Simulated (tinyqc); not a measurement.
Reverse leakage of an n+-p junction: diffusion, generation, trap-assisted and band-to-band tunnelling: two steps of the calculation.

One-sided abrupt junction in the depletion approximation, x from the junction (0) to W on the p side, field F = F0 (1 - x/W). Flat quasi-Fermi levels, long p side. Traps generate through SRH with both lifetimes shortened by 1 + Gamma (Hurkx enhancement, form for moderate fields); band-to-band generation is local and needs a total bending above Eg.

Inputs (values chosen for the exercise); band and dielectric values close to those of silicon:
```
symbol,value,unit,meaning
T,250,K,temperature
Eg,1.12,eV,band gap
eps_r,11.8,,relative permittivity
Nc,2.13e19,cm^-3,conduction-band density of states at T
Nv,2.03e19,cm^-3,valence-band density of states at T
Na,2.4e16,cm^-3,acceptor density of the lighter side
Nd,1e19,cm^-3,donor density of the heavier side
tau,2e-7,s,SRH lifetime of both carriers at zero field
mt,0.27,m0,tunnelling mass
Dn,4,cm^2/s,electron diffusion coefficient on the lighter side
VR,1.3,V,reverse bias
```

Constants: q = 1.602176634e-19 C, kB = 1.380649e-23 J/K, hbar = 1.054571817e-34 J s, m0 = 9.1093837015e-31 kg, Vt = kB T/q, eps0 = 8.8541878128e-14 F/cm where lengths are in cm. Results are converted to the units shown.

Question 1. Field, scales and diffusion current. ni = sqrt(Nc Nv) exp(-Eg/(2 Vt)), Eg in volts; Vbi = Vt ln(Na Nd/ni^2); W = sqrt(2 eps0 eps_r (Vbi + VR)/(q Na)); F0 = 2 (Vbi + VR)/W; FG = sqrt(24 mt m0 (kB T)^3)/(q hbar); J_diff = q ni^2 sqrt(Dn/tau)(1 - exp(-VR/Vt))/Na.

Find: ni; Vbi; W; F0; FG; J_diff.

Answer 1.

ni = 1.0686e8 cm^-3
Vbi = 0.95850 V
W = 350.33 nm
F0 = 128.93 kV/cm
FG = 291.60 kV/cm
J_diff = 3.4094e-16 A/cm^2

Question 2. Current components. u = (Vbi + VR)(1 - x/W)^2, p = Na exp(-u/Vt), n = Nd exp((u - Vbi - VR)/Vt); G0 = ni^2 (1 - exp(-VR/Vt))/(tau (n + p + 2 ni cosh(Et/Vt))); Gamma = 2 sqrt(3 pi)(F/FG) exp((F/FG)^2); trap-assisted part G0 Gamma; G_bb = Ab F^2.5 exp(-Bb/F) with F in V/cm, zero unless Vbi + VR > Eg, and counted as zero under 1 cm^-3 s^-1. 15 equal steps.

Each current is q times the trapezoid sum of its rate; J adds J_diff; J_bb under 1e-8 of the sum is given as 0.

```
point	x (nm)	G0 (cm^-3 s^-1)	G0 Gamma (cm^-3 s^-1)	G_bb (cm^-3 s^-1)
0	0.00000	5710.0430	18849.784	0
1	23.35546	4.2156525e9	1.2665562e10	0
2	46.71093	2.1935207e14	5.9776073e14	0
3	70.06639	2.6716150e14	6.5760155e14	0
4	93.42185	2.6716201e14	5.9087455e14	0
5	116.77732	2.6716201e14	5.2744546e14	0
6	140.13278	2.6716200e14	4.6692786e14	0
7	163.48824	2.6715864e14	4.0895573e14	0
8	186.84371	2.6356497e14	3.4845127e14	0
9	210.19917	3.9117816e13	4.3830478e13	0
10	233.55464	2.7214881e11	2.5169558e11	0
11	256.91010	4.1121301e9	3.0187666e9	0
12	280.26556	1.5761713e8	8.6255279e7	0
13	303.62103	1.5340498e7	5.5724163e6	0
14	326.97649	3.7912373e6	6.8678834e5	0
15	350.33195	2.3791845e6	0	0
```

J_diff = 3.4094437e-16 A/cm^2

Find: J_SRH; J_TAT; J_bb; J.

Answer 2.

J_SRH = 6.953e-10 A/cm^2
J_TAT = 1.363e-9 A/cm^2
J_bb = 0 A/cm^2
J = 2.058e-9 A/cm^2

Range of the model: The n+ side is degenerate, so Vbi from Boltzmann statistics is only a guide.

Computed by the program tinyqc: `OMP_NUM_THREADS=1 python tinyqc.py 2290154 2290155 out.jsonl`, one thread of a shared Intel Xeon 2.30GHz, about 0.01 s for the whole run.
